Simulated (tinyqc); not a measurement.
From results back to parameters: nanosheet or nanowire with hard walls, valleys of the Si type. Four cases, with inputs chosen for the exercise.

Problem. In a hard-walled rectangle E(n, l) = c pi^2 (n^2/(m_y W^2) + l^2/(m_z H^2)), c = hbar^2/2m0. Two levels were computed from hidden W and H.

Constants: hbar^2/2m0 = 3.80998211 eV angstrom^2.

Find: width term; height term; W; H.

Method. The difference of the two levels is three times the width term; the rest of E(1, 1) is the height term.

Case 1.

Values chosen (out of a larger set: near those of Si; not measured data): m_y = 0.191 m0 (mass across the width); m_z = 0.922 m0 (mass along the height).

E(1, 1) = 0.012133 eV
E(2, 1) = 0.026187 eV

Solution.

width term = 4.68 meV
height term = 7.45 meV
W = 205.0 angstrom
H = 74.0 angstrom

Case 2.

Values chosen (out of a larger set: near those of Si; not measured data): m_y = 0.192 m0 (mass across the width); m_z = 0.926 m0 (mass along the height).

E(1, 1) = 0.017390 eV
E(2, 1) = 0.030713 eV

Solution.

width term = 4.44 meV
height term = 12.95 meV
W = 210.0 angstrom
H = 56.0 angstrom

Case 3.

Values chosen (out of a larger set: near those of Si; not measured data): m_y = 0.188 m0 (mass across the width); m_z = 0.924 m0 (mass along the height).

E(1, 1) = 0.059744 eV
E(2, 1) = 0.119749 eV

Solution.

width term = 20.00 meV
height term = 39.74 meV
W = 100.0 angstrom
H = 32.0 angstrom

Case 4.

Values chosen (out of a larger set: near those of Si; not measured data): m_y = 0.189 m0 (mass across the width); m_z = 0.898 m0 (mass along the height).

E(1, 1) = 0.121989 eV
E(2, 1) = 0.416741 eV

Solution.

width term = 98.25 meV
height term = 23.74 meV
W = 45.0 angstrom
H = 42.0 angstrom

Computed by tinyqc, one run a case: `OMP_NUM_THREADS=1 python tinyqc.py N N+1 out.jsonl` with N = 1281251, 1281286, 1281289, 1281294; one thread of a shared Intel(R) Xeon(R) Processor @ 2.30GHz, about 0.04 s a run at most.
